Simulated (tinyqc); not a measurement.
Spin coating of a resist or spin-on film: centrifugal thinning, evaporation and the final thickness (Emslie and Meyerhofer models): one step, computed by the program tinyqc.

A Newtonian film stays uniform over the wafer; solvent and solids have the same density and the concentration is uniform through the thickness.

Problem. Thinning without evaporation. dh/dt = -K h^3 gives h = h0/sqrt(1 + 2 K h0^2 t); for long times h = 1/sqrt(2 K t).

Inputs (values chosen for the exercise, of the order of those of a polymer resist in an ester solvent): starting thickness h0 = 1000 micrometre; time t = 0.34 s.

flow constant K = 0.03039273 1/(micrometre^2 s)

Give: h(t) without evaporation; long-time form; time 1/(2 K h0^2).

Solution.

h(t) without evaporation = 6.956 micrometre

long-time form = 6.956 micrometre

time 1/(2 K h0^2) = 1.645e-05 s

The long-time form is within 0.0024 %: the starting thickness is forgotten. Caution: above a Reynolds number of about 3e5 the air flow near the rim turns turbulent, and evaporation is no longer uniform.
